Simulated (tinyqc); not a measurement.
# Gated two-dimensional channel with two bands, quantum capacitance: two studies

phi is the Fermi level above the lowest band edge, in volts; Vg is counted from the gate voltage at which an empty channel would have phi = 0. The channel has no thickness; trap charge is -q Dit phi.

Values chosen for this exercise; lowest band close to that of a thin silicon body: temperature T = 300 K; relative permittivity of the gate insulator (close to silicon dioxide) eox = 3.9; insulator thickness tox = 14 nm; in-plane mass md = 0.197 m0; valley degeneracy gv = 2; in-plane mass of a second band, chosen freely m2 = 0.39 m0; valley degeneracy of that band, chosen freely g2 = 2; second band edge above the first E2 = 0.33 eV; density of traps Dit = 9.1e11 cm^-2 eV^-1; gate voltage Vg = 0.49 V.

Constants: q = 1.602176634e-19 C, kB = 1.380649e-23 J/K, hbar = 1.054571817e-34 J s, m0 = 9.1093837015e-31 kg, Vt = kB T/q, eps0 = 8.8541878128e-14 F/cm where lengths are in cm. Results are converted to the units shown.

Each table varies one quantity; the others keep the values above.

## Effect of the gate voltage

D1 = gv md m0 q/(pi hbar^2), D2 = g2 m2 m0 q/(pi hbar^2) per eV; n1 = D1 Vt ln(1 + exp(phi/Vt)), n2 = D2 Vt ln(1 + exp((phi - E2)/Vt)), n = n1 + n2; Cq = q dn/dphi = q [D1/(1 + exp(-phi/Vt)) + D2/(1 + exp((E2 - phi)/Vt))]. Cox = eps0 eox/tox; Vg = phi + q (n + Dit phi)/Cox. 1/C_G = 1/Cox + 1/(Cq + q Dit); dphi/dVg = Cox/(Cox + Cq + q Dit).

The same in every row: Cox (uF/cm^2) = 0.2467.

Effect of the gate voltage:
```
Vg (V)	phi (V)	n (cm^-2)	Cq (uF/cm^2)	C_G (uF/cm^2)	dphi/dVg	share of the second band (%)
-0.2	-0.1350	2.287e10	0.1413	0.1327	0.4621	5.676e-4
-0.04	-0.08613	1.494e11	0.9098	0.1999	0.1894	5.761e-4
0.11	-0.06517	3.290e11	1.962	0.2208	0.1048	5.885e-4
0.27	-0.05160	5.421e11	3.154	0.2295	0.06954	6.037e-4
0.42	-0.04253	7.508e11	4.265	0.2336	0.05295	6.190e-4
0.58	-0.03497	9.785e11	5.418	0.2362	0.04245	6.364e-4
0.73	-0.02911	1.195e12	6.458	0.2378	0.03601	6.535e-4
0.89	-0.02376	1.428e12	7.520	0.2390	0.03117	6.726e-4
1.04	-0.01934	1.648e12	8.470	0.2398	0.02783	6.913e-4
1.2	-0.01512	1.884e12	9.436	0.2405	0.02510	7.121e-4
```

What does the table show?

As Vg goes from -0.2 to 1.2, Cq rises from 0.141 to 9.44 uF/cm^2, C_G/Cox rises from 0.538 to 0.975 and n rises from 2.29e10 to 1.88e12 cm^-2. Cq is below Cox for Vg = -0.2; there the density of states limits the response dn/dVg more than the insulator does.

## Effect of the in-plane mass

Same model as above.

The same in every row: Cox (uF/cm^2) = 0.2467.

Result of one run:
```
md (m0)	phi (V)	n (cm^-2)	Cq (uF/cm^2)	C_G (uF/cm^2)	dphi/dVg	share of the second band (%)
0.057	-0.003904	7.639e11	3.528	0.2311	0.06292	0.002711
```

What becomes of these results when the in-plane mass md is changed from 0.057 to 0.02 m0, all else the same?

Result of the changed run:
```
md (m0)	phi (V)	n (cm^-2)	Cq (uF/cm^2)	C_G (uF/cm^2)	dphi/dVg	share of the second band (%)
0.02	0.03401	6.710e11	2.111	0.2224	0.09851	0.01338
```

The whole series:
```
md (m0)	phi (V)	n (cm^-2)	Cq (uF/cm^2)	C_G (uF/cm^2)	dphi/dVg	share of the second band (%)
0.02	0.03401	6.710e11	2.111	0.2224	0.09851	0.01338
0.034	0.01329	7.218e11	2.848	0.2279	0.07611	0.005579
0.057	-0.003904	7.639e11	3.528	0.2311	0.06292	0.002711
0.097	-0.01970	8.026e11	4.132	0.2332	0.05451	0.001401
0.16	-0.03349	8.364e11	4.604	0.2345	0.04937	7.885e-4
0.28	-0.04817	8.723e11	5.034	0.2354	0.04545	4.284e-4
0.47	-0.06135	9.046e11	5.364	0.2361	0.04285	2.481e-4
0.8	-0.07464	9.372e11	5.653	0.2366	0.04080	1.432e-4
```

As md goes from 0.02 to 0.8, Cq rises from 2.11 to 5.65 uF/cm^2, C_G/Cox rises from 0.901 to 0.959 and n rises from 6.71e11 to 9.37e11 cm^-2. Cq exceeds Cox in every row, so the insulator is the tighter limit, though Cq still cuts C_G by up to 9.9 %.

Numbers from tinyqc (`OMP_NUM_THREADS=1 python tinyqc.py 2200102 2200103 out.jsonl`; about 0.01 s on one thread of a shared Intel Xeon 2.30GHz).
